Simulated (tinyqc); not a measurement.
# Frequency dispersion of an accumulation capacitance by border traps, distributed model, step by step

Numbers from tinyqc (`OMP_NUM_THREADS=1 python tinyqc.py 2202048 2202049 out.jsonl`; about 0.5 s on one thread of a shared Intel Xeon 2.30GHz). Printed values are rounded.

Traps spread evenly through the insulator exchange electrons with the semiconductor by tunnelling, with tau(x) = t0 exp(2 ka x) at depth x from the interface. The admittance per area Y seen at depth x obeys dY/dx = -Y^2/(i w eps0 eox) + q Nb ln(1 + i w tau)/tau, with Y(0) = i w Cs and w = 2 pi f; the gate sees Y(tox) = G + i w C. Working variable y = Y/(i w), in uF/cm^2. Cox = eps0 eox/tox.

Parameters, values chosen for the exercise; permittivity close to that of silicon dioxide:
- eox = 3.78 (relative permittivity of the insulator)
- tox = 3.8 nm (insulator thickness)
- Cs = 7.4 uF/cm^2 (semiconductor capacitance in accumulation)
- Nb = 1.8e19 cm^-3 eV^-1 (density of border traps)
- ka = 6.2 1/nm (decay constant of the wave function in the insulator)
- t0 = 3e-9 s (time constant of a trap at the interface)
- f = 10000 Hz (frequency)
- xe = 1.1 nm (depth down to which the steps are taken)

Constants: q = 1.602176634e-19 C, eps0 = 8.8541878128e-14 F/cm where lengths are in cm. Results are converted to the units shown.

## Scales and lumped estimate

Cox; trap-free value 1/(1/Cox + 1/Cs); response depth d = ln(1/(w t0))/(2 ka), where w tau = 1; lumped estimate: all traps within d act as C_bt = q Nb d placed at d/2, so C = 1/{1/[1/(1/Cs + d/(2 eps0 eox)) + C_bt] + (tox - d/2)/(eps0 eox)}.

Cox = 0.8807587 uF/cm^2
trap-free C = 0.7870794 uF/cm^2
d = 0.6916481 nm
C_bt = 0.1994656 uF/cm^2
lumped C = 0.7938446 uF/cm^2

The traps within reach amount to 0.0270 Cs and lie in the first 18.2 % of the insulator.

## Midpoint steps through the active depth

In terms of y: dy/dx = -y^2/(eps0 eox) + s(x), s = q Nb ln(1 + z)/z, z = i w tau. 8 midpoint steps of h = xe/8: y_half = y + (h/2) y'(x, y), y(new) = y + h y'(x + h/2, y_half).

```
point  x (nm)      s (uF/(cm^2 nm))         y (uF/cm^2)
0           0  0.2883918-0.0000272i  7.400000+0.000000i
1      0.1375  0.2883917-0.0001495i  5.811670-0.000008i
2       0.275  0.2883887-0.0008226i  4.766900-0.000049i
3      0.4125  0.2882972-0.0045233i  4.039860-0.000280i
4        0.55  0.2855762-0.0245328i  3.509563-0.001569i
5      0.6875  0.2306527-0.0976169i  3.106281-0.008189i
6       0.825  0.0762549-0.0922503i  2.775503-0.020751i
7      0.9625  0.0154090-0.0336984i  2.497795-0.023542i
8         1.1  0.0028528-0.0092334i  2.267835-0.021452i
```

## Capacitance and conductance at the gate

y at xe = 2.267835-0.021452i uF/cm^2

Beyond xe the traps are ignored, so 1/y(tox) = 1/y(xe) + (tox - xe)/(eps0 eox); C = Re y, G/w = -Im y, loss tangent G/(w C).

y at the gate = 0.8015105-0.0026793i uF/cm^2
C = 0.8015105 uF/cm^2
G/w = 0.002679331 uF/cm^2
loss tangent = 0.003342853

A fine integration over the whole insulator gives C = 0.79628 and G/w = 0.002908 uF/cm^2; the coarse G/w is 7.9 % below that. The fine C is 1.2 % above the trap-free value, and the lumped estimate is 0.31 % below the fine result.
